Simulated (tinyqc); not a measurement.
Inside a calculation. Method: coupled-perturbed Hartree-Fock on RHF in the 6-31g basis, for H3+, spin multiplicity 1. One step of it, computed by the program tinyqc.

Problem. Response to a field: uncoupled start. Field along z; U_ai = -mu_ai / (e_a - e_i), alpha = -4 sum U_ai mu_ai.

orbital energies (hartree): MO1 -1.027952, MO2 -0.366279, MO3 -0.002098, MO4 0.531360, MO5 0.622115, MO6 0.939759

dipole integrals <a|z|i> (bohr):
```
           i1
a2   1.254378
a3   0.000000
a4   0.000000
a5  -0.117250
a6   0.000000
```

Give: uncoupled U; uncoupled polarisability.

Solution.

uncoupled U:
```
        i1
a2  -1.896
a3   0.000
a4   0.000
a5   0.071
a6   0.000
```

uncoupled polarisability = 9.545 bohr^3
